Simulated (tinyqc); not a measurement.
Inside a calculation. Model: gated two-dimensional channel with two bands, quantum capacitance.

Program tinyqc, `OMP_NUM_THREADS=1 python tinyqc.py 2200013 2200014 out.jsonl`; Intel Xeon 2.30GHz, shared host, one thread, about 0.01 s. Printed values are rounded.

phi is the Fermi level above the lowest band edge, in volts; Vg is counted from the gate voltage at which an empty channel would have phi = 0. The channel has no thickness; trap charge is -q Dit phi.

Parameters, values chosen for the exercise; lowest band close to that of monolayer WS2: temperature T = 300 K; relative permittivity of the gate insulator (close to silicon nitride) eox = 7.28; insulator thickness tox = 1.8 nm; in-plane mass md = 0.324 m0; valley degeneracy gv = 2; in-plane mass of a second band, chosen freely m2 = 0.59 m0; valley degeneracy of that band, chosen freely g2 = 2; second band edge above the first E2 = 0.28 eV; density of traps Dit = 2e12 cm^-2 eV^-1; gate voltage Vg = 1.19 V.

Constants: q = 1.602176634e-19 C, kB = 1.380649e-23 J/K, hbar = 1.054571817e-34 J s, m0 = 9.1093837015e-31 kg, Vt = kB T/q, eps0 = 8.8541878128e-14 F/cm where lengths are in cm. Results are converted to the units shown.

## Gate capacitance

Cox = eps0 eox/tox.

Cox = 3.58103 uF/cm^2

## Starting value

phi = 0.01 V.

phi at the start = 0.01 V

## Iteration 1: new phi

D1 = gv md m0 q/(pi hbar^2), D2 = g2 m2 m0 q/(pi hbar^2) per eV; n1 = D1 Vt ln(1 + exp(phi/Vt)), n2 = D2 Vt ln(1 + exp((phi - E2)/Vt)), n = n1 + n2; Cq = q dn/dphi = q [D1/(1 + exp(-phi/Vt)) + D2/(1 + exp((E2 - phi)/Vt))]. Newton: f = phi + q (n + Dit phi)/Cox - Vg, phi(new) = phi - f/(1 + (Cq + q Dit)/Cox).

n1 = 6.33409e12 cm^-2
n2 = 3.71079e8 cm^-2
Cq = 25.8294 uF/cm^2
f = -0.895697 V
phi after iteration 1 = 0.117885 V

## Iteration 2: new phi

As before.

n1 = 3.19831e13 cm^-2
n2 = 2.40685e10 cm^-2
Cq = 43.0693 uF/cm^2
f = 0.370457 V
phi after iteration 2 = 0.0896415 V

## Iteration 3: new phi

As before.

n1 = 2.44800e13 cm^-2
n2 = 8.07707e9 cm^-2
Cq = 42.1074 uF/cm^2
f = 0.00327745 V
phi after iteration 3 = 0.0893864 V

## Course of the iteration

Stop when the step is below 1e-10 V, or after 40 iterations.

Course of the iteration:
```
iteration  phi before the step (V)  step (V)
1                             0.01     0.108
2                         0.117885   -0.0282
3                        0.0896415  -2.55e-4
4                        0.0893864  -3.63e-8
5                        0.0893864   < 1e-13
```

Converged in 5 iterations.

## Charge and capacitances at the solution

converged phi = 0.0893864 V

D1 = gv md m0 q/(pi hbar^2), D2 = g2 m2 m0 q/(pi hbar^2) per eV; n1 = D1 Vt ln(1 + exp(phi/Vt)), n2 = D2 Vt ln(1 + exp((phi - E2)/Vt)), n = n1 + n2; Cq = q dn/dphi = q [D1/(1 + exp(-phi/Vt)) + D2/(1 + exp((E2 - phi)/Vt))]. 1/C_G = 1/Cox + 1/(Cq + q Dit); dphi/dVg = Cox/(Cox + Cq + q Dit).

n = 2.44211e13 cm^-2
Cq = 42.0943 uF/cm^2
C_G = 3.30222 uF/cm^2
dphi/dVg = 0.0778556

C_G is 92.2 % of Cox; 7.51 % of the gate voltage has gone into phi.
